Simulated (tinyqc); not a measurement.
Semiconductor laser, carrier and photon rate equations: one step of the calculation.

Carrier density N and photon density S in one mode: dN/dt = F1 = eta I/(q V) - (A N + B N^2 + C N^3) - vg g S; dS/dt = F2 = G vg g S + G be B N^2 - S/tp, with g = g0 ln(N/Ntr)/(1 + ec S). Output power P = Fo Eph S V/(G tp). No heating, no carrier transport.

Task. Power, relaxation frequency, damping and bandwidth. Jacobian, with a = g0/(N (1 + ec S)) and d = g/(1 + ec S): J11 = -(A + 2 B N + 3 C N^2) - vg a S, J12 = -vg d, J21 = G vg a S + 2 G be B N, J22 = G vg d - 1/tp. wR^2 = det J, gamma = -trace J, fR = wR/(2 pi); the response wR^2/(wR^2 - w^2 + i gamma w) falls to 1/sqrt(2) at w^2 = x + sqrt(x^2 + wR^4), x = wR^2 - gamma^2/2 (f3dB = w/(2 pi)).

Inputs (values chosen for the exercise):
- V = 1.5e-12 cm^3 (active volume)
- G = 0.08 (confinement factor)
- vg = 7.64e9 cm/s (group velocity)
- g0 = 1500 1/cm (gain coefficient)
- Ntr = 2.7e18 cm^-3 (transparency density)
- ec = 1.3e-17 cm^3 (gain compression)
- tp = 2 ps (photon lifetime)
- A = 2.5e8 1/s (defect recombination coefficient)
- B = 1.2e-10 cm^3/s (radiative coefficient)
- C = 3.3e-29 cm^6/s (Auger coefficient)
- be = 0.00061 (share of spontaneous emission into the mode)
- Fo = 0.59 (share of cavity losses that is output)
- Eph = 0.8 eV (photon energy)

Constants: q = 1.602176634e-19 C. Results are converted to the units shown.

N = 4.828745006e18 cm^-3
S = 5.076375816e15 cm^-3

Give: P; fR; gamma; f3dB.

Result.

P = 3.599 mW
fR = 12.09 GHz
gamma = 46.00 1/ns
f3dB = 17.55 GHz

Program tinyqc, `OMP_NUM_THREADS=1 python tinyqc.py 2840009 2840010 out.jsonl`; Intel Xeon 2.30GHz, shared host, one thread, about 0.01 s.
